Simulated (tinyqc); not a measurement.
Full result against the linear law: strain, valley repopulation and piezoresistance in a many-valley conduction band. Computed by tinyqc, a small Python program. Command: `OMP_NUM_THREADS=1 python tinyqc.py 3005657 3005658 out.jsonl valleys walk`. One thread of a shared host (Intel(R) Xeon(R) Processor @ 2.30GHz), about 0.02 s of CPU time with the checks.

Valleys are ellipsoids with mass m_l along the axis a and m_t across it, parabolic, with one constant relaxation time; strain shifts the valleys and leaves the masses alone. Currents are taken along [110], along the load, and along [001], across the load.

Inputs (values chosen for the exercise, modelled on silicon):
```
quantity                               value    unit
longitudinal mass m_l                  0.907     m_0
transverse mass m_t                    0.193     m_0
shear deformation potential Xi_u        9.23      eV
dilation deformation potential Xi_d      1.1      eV
C11                                      167     GPa
C12                                     64.4     GPa
C44                                     79.6     GPa
electron density n                   7.8e+17  1/cm^3
relaxation time tau                       52      fs
temperature T                            300       K
```

Valley axes: <100> (6 valleys in 3 pairs). Load: uniaxial [110].

Constants: k_B = 8.617333262e-05 eV/K; m_0 = 9.1093837015e-31 kg; k_B = 1.380649e-23 J/K; hbar = 1.054571817e-34 J s; e = 1.602176634e-19 C.

Method:
- Each of the 6 valleys holds n_v = N_v (2/sqrt(pi)) F_1/2((E_F - dE_v)/(k_B T)), N_v = 2 (m_d k_B T/(2 pi hbar^2))^(3/2), m_d = (m_l m_t^2)^(1/3); E_F solves sum n_v = n and is counted from the unstrained edge.
- F_j(eta) = int_0^infinity x^j/(1 + exp(x - eta)) dx, without a gamma-function factor. It is evaluated after integrating by parts.
- Integrals over x = E/(k_B T) use 160 Gauss-Legendre points in u = sqrt(x) from 0 to sqrt(max(eta, 0) + 32).
- With eta_0 the reduced Fermi level without strain, r = F_-1/2(eta_0)/(2 F_1/2(eta_0)) (1 for a classical gas) and c = r (Xi_u/k_B T) (m_l - m_t)/(2 m_l + m_t): pi11 = -(2/3) c (S11 - S12), pi12 = -pi11/2, pi44 = 0, with S11 - S12 = 1/(C11 - C12).
- Compliances S11 = (C11 + C12)/((C11 - C12)(C11 + 2 C12)), S12 = -C12/((C11 - C12)(C11 + 2 C12)), S44 = 1/C44; stress sigma_ij = X n_i n_j for the unit vector n of the load; e_xx = S11 sigma_xx + S12 (sigma_yy + sigma_zz), e_xy = S44 sigma_xy/2 (tensor strain).
- Herring-Vogt shift of a valley with unit axis a: dE = Xi_d tr(e) + Xi_u a.e.a.
- Mobility tensor mu = e tau sum_v (n_v/n) [1/m_t + (1/m_l - 1/m_t) a a^T]; unstrained mu_0 = e tau (1/m_l + 2/m_t)/3; resistivity along d from the inverse tensor, rho_d = d.mu^-1.d/(n e), mobility along d = 1/(d.mu^-1.d); gauge pi_d = (rho_d/rho_0 - 1)/X.
- Linear theory: pi_l = (pi11 + pi12 + pi44)/2, pi_t = pi12 along [001].

pi11 = -81.7179 1e-11/Pa

pi12 = 40.8589 1e-11/Pa

pi44 = 0 1e-11/Pa

Resistance changes (%); at 2000 MPa the strain is near or above 1 %, where band warping, left out here, matters:
```
X (MPa)  splitting (meV)  largest share  first direction   linear  second direction   linear
-2000             89.961        0.49231           20.434   40.859            -25.34  -81.718
-1000             44.981        0.45924           15.523   20.429            -21.18  -40.859
-400              17.992        0.39975            7.629    8.172            -12.42  -16.344
-150               6.747        0.36073            3.012    3.064             -5.52   -6.129
-50                2.249        0.34276            1.017    1.021             -1.97   -2.043
50                 2.249        0.35274           -1.025   -1.021              2.11    2.043
150                6.747        0.39297           -3.084   -3.064              6.80    6.129
400               17.992        0.49885           -8.116   -8.172             21.46   16.344
1000              44.981        0.73667          -17.711  -20.429             75.58   40.859
2000              89.961        0.94045          -24.470  -40.859            184.05   81.718
```

What follows from these numbers?

Along the first direction the linear law holds within 10 % for 6 of the 10 stresses, at -400, -150, -50.0, 50.0, 150, 400 MPa. At the largest compression the full change is +20.4 % against the linear +40.9 %, at the largest tension -24.5 % against -40.9 %: once the splitting is comparable with k_B T (or E_F) the populations no longer follow it linearly, and the change must saturate when the upper valleys are empty.

Extremes, crossings and ranges named in words are read from the listed rows.
